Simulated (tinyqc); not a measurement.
Jacobi rotations on a symmetric matrix, step by step. One step of it, computed by the program tinyqc.

Problem. Jacobi rotation 2. Take the largest off-diagonal element A_pq; tan 2 theta = 2 A_pq / (A_qq - A_pp) with |theta| <= pi/4; A' = J^T A J with J_pp = J_qq = cos, J_pq = sin, J_qp = -sin.

A':
```
           1         2         3
1  -0.489631  0.656222  0.000000
2   0.656222  0.488000  0.463049
3   0.000000  0.463049  2.817631
```

Give: p, q, theta; A'.

Solution.

p, q, theta (rad): 1.0000  2.0000  0.4653

A':
```
         1       2        3
1  -0.8191  0.0000  -0.2078
2   0.0000  0.8175   0.4138
3  -0.2078  0.4138   2.8176
```
